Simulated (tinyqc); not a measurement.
Six-transistor SRAM cell, nodal equations and margins: course of the iteration: node voltages in a read by Newton steps.

Two cross-coupled inverters (pull-down bn, pull-up bp) hold the nodes Q and QB; access transistors (ba, threshold VTn, gate on the word line at Vdd when selected) join them to the bit lines. Transistor (EKV form, voltages against the body): I = 2 n b Vt^2 [F(vp - Vs) - F(vp - Vd)] from drain to source, F(v) = ln^2(1 + exp(v/(2 Vt))), vp = (Vg - VT + sg |Vd - Vs|)/n. n-channel bodies are at 0; for the p-channel device all voltages are counted down from Vdd. b in uA/V^2 gives I in uA. For an access transistor the bit line is the drain and the node the source. In a read both bit lines are at Vdd. The cell is symmetric (no mismatch).

F1 = In(gate QB, drain Q) - Ip(gate QB, drain Q) - Ia(bit line, Q), F2 the same with Q and QB exchanged; J by central differences with +/- 1e-6 V; solve J d = -F, limit each component to +/- 0.15 V and add.

Stop when the largest change of (Q, QB) is below 1e-9 V, or after 30 iterations. The rule counts as met only at the stable state with Q low.

Parameters, values chosen for the exercise:
- T = 250 K (temperature)
- Vdd = 0.8 V (supply voltage)
- n = 1.22 (slope factor)
- sg = 0.108 (drain-induced barrier lowering)
- VTn = 0.28 V (n-channel threshold)
- VTp = 0.42 V (p-channel threshold (magnitude))
- bn = 310 uA/V^2 (gain factor of the pull-down transistor)
- ba = 260 uA/V^2 (gain factor of the access transistor)
- bp = 110 uA/V^2 (gain factor of the pull-up transistor)

Constants: q = 1.602176634e-19 C, kB = 1.380649e-23 J/K, Vt = kB T/q. Results are converted to the units shown.

(Q, QB) at the start (V): Q 0.000000, QB 0.800000

Course of the iteration:

| iteration | Q (V) | largest \|change\| of one entry (V) |
|---|---|---|
| 1 | 0.117734 | 0.118 |
| 2 | 0.136786 | 0.0191 |
| 3 | 0.137375 | 5.89e-4 |
| 4 | 0.137376 | 9.50e-7 |
| 5 | 0.137376 | 5.89e-12 |

Did this iteration meet its convergence test, and what does its course show?

Yes. Converged in 5 iterations. At the end the number of correct digits about doubles with each step.

Program tinyqc, `OMP_NUM_THREADS=1 python tinyqc.py 2340060 2340061 out.jsonl`; Intel Xeon 2.30GHz, shared host, one thread, about 0.1 s.
